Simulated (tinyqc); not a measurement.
Worked calculation: deep level with several charge states, and Shockley-Read-Hall recombination. Values are carried at full precision from step to step, so a last printed digit may differ when a step is redone from the rounded ones.

Energies from Ev. The defect has charge states 0, -1, -2 with weights 1, gm exp((EF - E1)/kT), exp((2 EF - E1 - E2)/kT); the shares are the weights over their sum. Boltzmann carriers: n = Nc exp((EF - Eg)/kT), p = Nv exp(-EF/kT). Neutrality: p - n + Nd + Nt <q> = 0.

Constants: kB = 8.617333262e-05 eV/K.

Inputs chosen for the exercise (gap and densities of states near those of SiC at this temperature; shifted at random, so the results belong to these values and not to a real crystal):

| symbol | value | unit | meaning |
|---|---|---|---|
| Eg | 3.227 | eV | gap |
| Nc | 1.82e+19 | 1/cm^3 | conduction-band density of states |
| Nv | 3.26e+19 | 1/cm^3 | valence-band density of states |
| T | 300 | K |  |
| E1 | 1.529 | eV | level (0/-1) above Ev |
| E2 | 2.511 | eV | level (-1/-2) above Ev |
| gm | 2 |  | degeneracy of the middle state, the others 1 |
| Nt | 4.8e+13 | 1/cm^3 | defects |
| Nd | 5.8e+13 | 1/cm^3 | ionised shallow donors minus acceptors |
| E_try | 1.911 | eV | trial Fermi level |
| Et | 2.511 | eV | recombination level above Ev |
| sn | 1.6e-14 | cm^2 | electron capture cross-section |
| sp_ | 4.6e-16 | cm^2 | hole capture cross-section |
| vth | 15000000 | cm/s | thermal velocity, both carriers |
| Nm | 4.8e+14 | 1/cm^3 | equilibrium electrons for the lifetime steps |
| dn | 4.6e+16 | 1/cm^3 | excess pairs |

## Charge states at a trial Fermi level

Form the exponents, the shares, the mean charge and the residual of neutrality at EF = E_try.

exponents of the second and third weights: 14.776  -8.433

shares: 0 0.0000, -1 1.0000, -2 0.0000

<q> = -1.0000

n, p (1/cm^3): 0.00142  2.57e-13

residual = 1.00e+13 1/cm^3

The residual is positive, so EF must rise.

## The neutral state

Solve for EF.

EF = 2.4944 eV

shares at EF: 0 0.000, -1 0.792, -2 0.208

n = 8.98e+06 1/cm^3
p = 4.06e-23 1/cm^3

Without the defects the majority density would be 5.80e+13 1/cm^3; with them the density of these carriers is 8.98e+06, so the defects have removed nearly all of those carriers. Most defects are in the state -1.

## Recombination through one level

One level at Et with degeneracy 1: tn = 1/(sn vth Nt), tp = 1/(sp_ vth Nt), n1 = Nc exp((Et - Eg)/kT), p1 = Nv exp(-Et/kT), ni^2 = n1 p1. Equilibrium n0 = Nm, p0 = ni^2/Nm; n = n0 + dn, p = p0 + dn. U = (n p - ni^2)/(tp (n + n1) + tn (p + p1)), lifetime dn/U; emission rates en = sn vth n1, ep = sp_ vth p1.

Evaluate each quantity.

tn, tp (microsecond): 0.08681  3.019

n1, p1 (1/cm^3): 1.71e+07  2.14e-23

U = 1.48e+22 1/(cm^3 s)
lifetime = 3.11 microsecond

The lifetime is 1.028 times the minority capture time tp and 1 times tn + tp, the limit of high injection.

## Emission and generation in a depleted region

With n = p = 0 the level generates pairs at G = Nt en ep/(en + ep); generation lifetime tg = ni/G; current density e G W for a width W = 1 micrometre, e = 1.602176634e-19 C.

en, ep (1/s): 4.09  1.48e-31

G = 7.09e-18 1/(cm^3 s)
tg = 2.70e+15 microsecond
current density = 1.14e-40 A/cm^2

The slower step, hole emission, limits the rate: en/ep = 2.77e+31.

## Checks

- U against hole capture minus emission at the steady occupation of the level (1/(cm^3 s)): both 1.481e+22.

Run: tinyqc, `OMP_NUM_THREADS=1 python tinyqc.py 1680320 1680321 out.jsonl`; Intel(R) Xeon(R) Processor @ 2.30GHz, one thread, shared host; about 0.01 s of CPU time with all checks.
